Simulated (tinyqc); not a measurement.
# AlGaN/GaN HEMT with access regions, lumped model: what changes with what

A polarisation-induced electron sheet under a Schottky gate, in series with two ungated access regions and contacts. Drift law v = mu E/(1 + mu E/vs) under the gate. Currents in mA/mm, resistances in ohm mm. No self-heating, no channel-length modulation; fits for polarisation, barrier and offset are chosen for the exercise.

Inputs (values chosen for the exercise); values close to those of AlGaN/GaN structures:
- x = 0.24 (aluminium share of the barrier)
- d = 15 nm (barrier thickness)
- eps_r = 9.1 (relative permittivity of barrier and channel)
- mu = 1300 cm^2/(V s) (channel mobility)
- vs = 1.5e7 cm/s (saturation velocity)
- Lg = 1 um (gate length)
- Ls = 2 um (source access length)
- Ld = 12 um (drain access length)
- Rc = 0.59 ohm mm (resistance of each contact)
- ft = 0.25 (share of the drain-access electrons removed by traps)
- Vg = 1 V (gate voltage)
- Ec = 2.8 MV/cm (critical field)
- te = 0.37 um (depth over which the depleted charge spreads)
- ei = 7.5 (relative permittivity of that insulator)

Constants: q = 1.602176634e-19 C, eps0 = 8.8541878128e-14 F/cm where lengths are in cm. Results are converted to the units shown.

Each table varies one quantity; the others keep the values above.

## Effect of the aluminium share of the barrier

sigma = (5e13 x + 1.6e13 x^2) cm^-2, phiB = 0.84 + 1.3 x, dEc = 0.7 (1.71 x + x^2) in volts, Cb = eps0 eps_r/d, VT = phiB - dEc - q sigma/Cb, access density n0 = -Cb VT/q. Access resistance R(L, n) = L/(q mu n sqrt(1 - (I/(q n vs))^2)); Rs = Rc + R(Ls, n0), Rd = Rc + R(Ld, (1 - ft) n0). Vg' = Vg - I Rs, Vd' = Vd - I (Rs + Rd); with u = Vg' - VT, Vc = vs Lg/mu and w the smaller of Vd' and Vc [sqrt(1 + 2 u/Vc) - 1] (0 if negative), the channel gives (mu Cb/Lg)(u w - w^2/2)/(1 + w/Vc). I equals that channel current. Isat is I at Vd = 10 V, gm = dIsat/dVg, Ron the limit of Vd/I at small Vd.

Results:

| x | VT (V) | n0 (cm^-2) | Ron (ohm mm) | Isat (mA/mm) | gm (mS/mm) |
|---|---|---|---|---|---|
| 0.12 | -1.016 | 3.407e12 | 27.26 | 245.9 | 147.4 |
| 0.17 | -1.836 | 6.155e12 | 15.73 | 478.5 | 204.3 |
| 0.27 | -3.558 | 1.193e13 | 8.739 | 975.8 | 63.62 |
| 0.32 | -4.460 | 1.495e13 | 7.222 | 1203 | 47.43 |
| 0.37 | -5.389 | 1.807e13 | 6.187 | 1424 | 39.10 |
| 0.42 | -6.346 | 2.128e13 | 5.437 | 1640 | 33.68 |

Estimate the missing row, x = 0.22.

Computed row:

| x | VT (V) | n0 (cm^-2) | Ron (ohm mm) | Isat (mA/mm) | gm (mS/mm) |
|---|---|---|---|---|---|
| 0.22 | -2.683 | 8.996e12 | 11.18 | 740.1 | 123.8 |

With this row back in the table: As x goes from 0.12 to 0.42, Ron falls from 27.3 to 5.44 ohm mm, Isat rises from 246 to 1640 mA/mm and gm goes from 147 through a maximum of 204 (at x = 0.17 among the rows listed) to 33.7 mS/mm. VT falls from -1.02 to -6.35 V. For x = 0.22 to 0.42 the power passes 5 W/mm, where self-heating, left out here, lowers the current. For x = 0.22 to 0.42 the gated channel is not yet saturated at 10 V, because the access regions take the voltage, and gm drops. For x = 0.12 to 0.27 Vg comes within 0.2 V of phiB or passes it, so at low drain current, as for Ron, the Schottky gate would conduct.

## Effect of the source access length

Same model as above.

The same in every row: VT (V) = -3.030; n0 (cm^-2) = 1.016e13.

Effect of the source access length:

| Ls (um) | Ron (ohm mm) | Isat (mA/mm) | gm (mS/mm) |
|---|---|---|---|
| 0.1 | 9.145 | 930.1 | 29.26 |
| 0.3 | 9.240 | 920.9 | 32.03 |
| 0.6 | 9.382 | 906.9 | 36.93 |
| 1 | 9.571 | 887.8 | 45.38 |
| 1.5 | 9.807 | 862.9 | 60.77 |
| 2.5 | 10.28 | 805.6 | 135.6 |
| 4 | 10.99 | 690.1 | 200.3 |

As Ls goes from 0.1 to 4 um, Ron rises from 9.15 to 11.0 ohm mm, Isat falls from 930 to 690 mA/mm and gm rises from 29.3 to 200 mS/mm. The ceiling Cb vs is 806 mS/mm. In every row the power passes 5 W/mm, where self-heating, left out here, lowers the current. For Ls = 0.1 to 2.5 um the gated channel is not yet saturated at 10 V, because the access regions take the voltage, and gm drops. In every row Vg comes within 0.2 V of phiB or passes it, so at low drain current, as for Ron, the Schottky gate would conduct.

## Field plate: effect of the insulator under the field plate

Off state: a depleted stretch that holds the voltage V has the peak field sqrt(k V), k = 2 q n0/(eps0 eps_r te), so one edge holds V1 = Ec^2/k. The sheet under the plate pinches off at Vf = q n0 (1/Cb + tf/(eps0 ei)); beyond it the gate edge is screened. BV = V1 if Vf >= V1, else Vf + V1, and at most Ec Ld.

The same in every row: V1 (V) = 71.81; Ec Ld (V) = 3360.

Field plate: effect of the insulator under the field plate:

| tf (nm) | Vf (V) | BV (V) |
|---|---|---|
| 28 | 9.892 | 81.70 |
| 42 | 13.32 | 85.13 |
| 62 | 18.22 | 90.03 |
| 92 | 25.58 | 97.38 |
| 140 | 37.34 | 109.1 |
| 200 | 52.04 | 123.9 |
| 300 | 76.55 | 71.81 |
| 450 | 113.3 | 71.81 |

What does the comparison show?

BV goes from 81.7 through a maximum of 124 (at tf = 200 nm among the rows listed) to 71.8 V. The plate helps (Vf < V1) in 6 of the 8 rows, and the access length caps BV in 0. The best thickness makes Vf just under V1, tf = 281 nm, where both edges reach Ec together and BV nears 2 V1.

Program tinyqc, `OMP_NUM_THREADS=1 python tinyqc.py 2570158 2570159 out.jsonl`; Intel Xeon 2.30GHz, shared host, one thread, about 0.03 s.
